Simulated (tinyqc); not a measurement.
p-n heterojunction, non-linear Poisson equation by Newton steps, Boltzmann statistics: two steps of the calculation.

One dimension, material 1 (p-type) at x < 0 and material 2 (n-type) at x > 0. Band edges: Ec = -psi in material 1 and -psi + dEc in material 2, Ev = Ec - Eg. Flat quasi-Fermi levels: 0 for holes, +V for electrons. n = Nc F((EFn - Ec)/Vt), p = Nv F((Ev - EFp)/Vt), with F(eta) = exp(eta) (Boltzmann statistics); full ionisation, no interface charge, classical densities; the doping types are chosen for the exercise.

Values chosen for this exercise; band and dielectric values close to those of Si and SiGe:
```
symbol    value   unit                                          meaning
T           300      K                                      temperature
Eg1        1.12     eV                           band gap of material 1
er1        11.8                     relative permittivity of material 1
Nc1     2.82e19  cm^-3  conduction-band density of states of material 1
Nv1     2.68e19  cm^-3     valence-band density of states of material 1
Eg2       0.915     eV                           band gap of material 2
er2        13.1                     relative permittivity of material 2
Nc2     1.91e19  cm^-3  conduction-band density of states of material 2
Nv2     1.01e19  cm^-3     valence-band density of states of material 2
dEc       -0.01     eV                 conduction-band offset Ec2 - Ec1
N1       6.9e15  cm^-3                   acceptor density of material 1
N2       8.7e16  cm^-3                      donor density of material 2
V          0.21      V                    bias of side 1 against side 2
```

Constants: q = 1.602176634e-19 C, kB = 1.380649e-23 J/K, Vt = kB T/q, eps0 = 8.8541878128e-14 F/cm where lengths are in cm. Results are converted to the units shown.

Task 1. Band edges, densities and displacement. Ec, Ev, n and p as defined; D = a_k (psi_(k+1) - psi_k) on the interval that holds the interface.

| node | x (nm) | converged psi (V) | material |
|---|---|---|---|
| 0 | -802 | -0.90634264 | 1 |
| 1 | -465 | -0.90550263 | 1 |
| 2 | -265 | -0.88683837 | 1 |
| 3 | -146 | -0.76934453 | 1 |
| 4 | -75 | -0.62823035 | 1 |
| 5 | -32.7 | -0.51879357 | 1 |
| 6 | -7.5 | -0.44435917 | 1 |
| 7 | 7.5 | -0.39778712 | 2 |
| 8 | 25.8 | -0.37226306 | 2 |
| 9 | 48.2 | -0.36251698 | 2 |
| 10 | 75.5 | -0.35994953 | 2 |
| 11 | 109 | -0.35945656 | 2 |
| 12 | 150 | -0.35938197 | 2 |

| interval | coupling a_i (F/cm^2) |
|---|---|
| 0 | 3.1002794e-8 |
| 1 | 5.2239708e-8 |
| 2 | 8.7797829e-8 |
| 3 | 1.4715411e-7 |
| 4 | 2.4699626e-7 |
| 5 | 4.1460086e-7 |
| 6 | 7.3289443e-7 |
| 7 | 6.3382437e-7 |
| 8 | 5.1781188e-7 |
| 9 | 4.2487128e-7 |
| 10 | 3.4623839e-7 |
| 11 | 2.8290210e-7 |

Find: Ec; Ev; n; p; D.

Result 1.

| node | Ec (eV) | Ev (eV) | n (cm^-3) | p (cm^-3) |
|---|---|---|---|---|
| 0 | 0.90634 | -0.21366 | 5.6521e7 | 6.9000e15 |
| 1 | 0.90550 | -0.21450 | 5.8387e7 | 6.6794e15 |
| 2 | 0.88684 | -0.23316 | 1.2019e8 | 3.2448e15 |
| 3 | 0.76934 | -0.35066 | 1.1316e10 | 3.4465e13 |
| 4 | 0.62823 | -0.49177 | 2.6564e12 | 1.4681e11 |
| 5 | 0.51879 | -0.60121 | 1.8312e14 | 2.1297e9 |
| 6 | 0.44436 | -0.67564 | 3.2598e15 | 1.1964e8 |
| 7 | 0.38779 | -0.52721 | 1.9694e16 | 1.4045e10 |
| 8 | 0.36226 | -0.55274 | 5.2860e16 | 5.2330e9 |
| 9 | 0.35252 | -0.56248 | 7.7064e16 | 3.5894e9 |
| 10 | 0.34995 | -0.56505 | 8.5111e16 | 3.2501e9 |
| 11 | 0.34946 | -0.56554 | 8.6749e16 | 3.1887e9 |
| 12 | 0.34938 | -0.56562 | 8.7000e16 | 3.1795e9 |

D = 34.132 nC/cm^2

Task 2. Check against the first integral. Exact first integral: on each side D^2/(2 eps0 er) = G, G = q [Vt (nI_j - nI_b) + Vt (pI_j - pI_b) - C (psi_j - psi_b)], with C = -N1 or +N2, b the neutral end of that side, and nI, pI the densities themselves. D is continuous, so er1 G1(psi_j) = er2 G2(psi_j) fixes psi_j. Ends from Nv1 F((-psi_L - Eg1)/Vt) = N1 and Nc2 F((V + psi_R - dEc)/Vt) = N2. D is counted positive when psi rises towards material 2.

Find: psi_j; D; psi_j - psi_L; psi_R - psi_j; Ec1 - EFn at the interface; Ec2 - EFn at the interface.

Result 2.

psi_j = -0.4180 V
D = 33.86 nC/cm^2
psi_j - psi_L = 0.4883 V
psi_R - psi_j = 0.05863 V
Ec1 - EFn at the interface = 0.2080 eV
Ec2 - EFn at the interface = 0.1980 eV

Material 1 takes 89.3 % of the bending.

Computed by the program tinyqc: `OMP_NUM_THREADS=1 python tinyqc.py 2040076 2040077 out.jsonl`, one thread of a shared Intel Xeon 2.30GHz, about 0.02 s for the whole run.
